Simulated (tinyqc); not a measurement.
Esaki diode in forward bias, two-band WKB: two steps of the calculation.

Abrupt p-n junction, depletion approximation. Energies E are counted from the conduction-band edge of the neutral n side; its Fermi level lies at dn, that of the p side at dn - V, and the valence-band edge of the neutral p side at Em = dn + dp - V. Tunnelling needs 0 < E < Em. Two-band dispersion with equal masses m: inside the gap kappa = sqrt(m u (1 - u/Eg)/C), u the distance from a band edge, C = hbar^2/(2 m0).

Parameters, values chosen for the exercise; band and dielectric values close to those of germanium: temperature T = 300 K; band gap Eg = 0.655 eV; relative permittivity eps_r = 15.7; conduction-band density of states at 300 K Nc = 1.04e19 cm^-3; valence-band density of states at 300 K Nv = 6.01e18 cm^-3; band-edge mass of the two-band model m = 0.052 m0; acceptor density Na = 2.1e19 cm^-3; donor density Nd = 1.7e19 cm^-3; bias of the p side V = 0.032 V.

Constants: q = 1.602176634e-19 C, kB = 1.380649e-23 J/K, hbar = 1.054571817e-34 J s, m0 = 9.1093837015e-31 kg, Vt = kB T/q, eps0 = 8.8541878128e-14 F/cm where lengths are in cm, hbar^2/(2 m0) = 0.0380998212 eV nm^2. Results are converted to the units shown.

Task 1. Fermi levels and built-in voltage. Nd = Nc F12(dn/Vt), Na = Nv F12(dp/Vt), F12(x) = (2/sqrt(pi)) int_0^infinity sqrt(u)/(1 + exp(u - x)) du; dn = EF - Ec on the n side, dp = Ev - EF on the p side (negative outside the bands); Vbi = Eg + dn + dp.

Give: dn; dp; Vbi.

Result 1.

dn = 0.02732 eV
dp = 0.06287 eV
Vbi = 0.7452 V

Boltzmann statistics would give dn = 0.0127 eV and dp = 0.0323 eV. At zero bias the bands of the two sides overlap by dn + dp.

Task 2. Width, field and exponent. W = sqrt(2 eps0 eps_r (Vbi - V)(1/Na + 1/Nd)/q), mean field F = (Vbi - V)/W, peak field 2 F. In a uniform field F the exponent is S = pi sqrt(m/C) Eg^1.5/(4 F). Transverse energy Et = C kt^2/m raises it to S (1 + 4 Et/Eg), so T = exp(-S) exp(-Et/Eb) with Eb = Eg/(4 S). KJ = (2 q^2/h) m/(4 pi C) (times 1e14 for A/cm^2 per eV^2).

Vbi = 0.74518426 V

Wanted: W; mean field; S; exp(-S); Eb; tunnelling length Eg/F.

Result 2.

W = 11.48 nm
mean field = 0.6214 MV/cm
S = 7.828
exp(-S) = 3.986e-4
Eb = 20.92 meV
tunnelling length Eg/F = 10.54 nm

Range of the model: The two-band model describes a direct gap; phonon-assisted tunnelling across an indirect gap is left out. Parabolic densities of states, no band tails and no gap narrowing, all of which matter at such doping.

tinyqc, about 0.01 s, one thread, Intel Xeon 2.30GHz (shared host): `OMP_NUM_THREADS=1 python tinyqc.py 2620042 2620043 out.jsonl`
